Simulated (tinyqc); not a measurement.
Free and trapped electrons in a MOS channel with a dense trap tail: one step of the calculation.

p-type body, charge-sheet picture, full ionisation (an idealisation for deep acceptors), Boltzmann statistics for free electrons. e = Ec - EF at the surface. Acceptor-like traps of density D(E) = D0 + De exp(-E/Ew) at depth E below Ec, from 0 to Eu, hold n_t = integral of D(E)/(1 + exp((e - E)/Vt)). psi = Eg - Vt ln(Nv/Na) - e; N_dep = sqrt(2 eps0 eps_r Na (psi - Vt)/q); n_f = sqrt(N_dep^2 + 2 eps0 eps_r Vt Nc exp(-e/Vt)/q) - N_dep; Vg = Vfb + psi + q (N_dep + n_t + n_f)/Cox, Cox = eps0 eox/tox.

Problem. Trapped charge. Trapezoid rule on 13 equal steps from 0 to Eu, f = 1/(1 + exp((e - E)/Vt)).

Parameters, values chosen for the exercise; band and dielectric values close to those of 4H silicon carbide: temperature T = 400 K; constant background density of acceptor-like traps D0 = 1.2e11 cm^-2 eV^-1; density of the tail at the conduction edge De = 1.3e13 cm^-2 eV^-1; decay energy of the tail Ew = 0.1 eV; depth below Ec down to which the traps reach Eu = 0.61 eV; Ec - EF at the surface e = 0.1 eV.

Constants: q = 1.602176634e-19 C, kB = 1.380649e-23 J/K, Vt = kB T/q. Results are converted to the units shown.

Find: E; D(E) f; n_t.

Solution.

```
point   E (eV)  D(E) f (cm^-2 eV^-1)
0            0              6.835e11
1      0.04692              1.457e12
2      0.09385              2.371e12
3       0.1408              2.527e12
4       0.1877              1.956e12
5       0.2346              1.338e12
6       0.2815              8.938e11
7       0.3285              6.061e11
8       0.3754              4.244e11
9       0.4223              3.105e11
10      0.4692              2.391e11
11      0.5162              1.945e11
12      0.5631              1.666e11
13      0.6100              1.492e11
```

n_t = 6.053e11 cm^-2

tinyqc, about 0.03 s, one thread, Intel Xeon 2.30GHz (shared host): `OMP_NUM_THREADS=1 python tinyqc.py 2222065 2222066 out.jsonl`
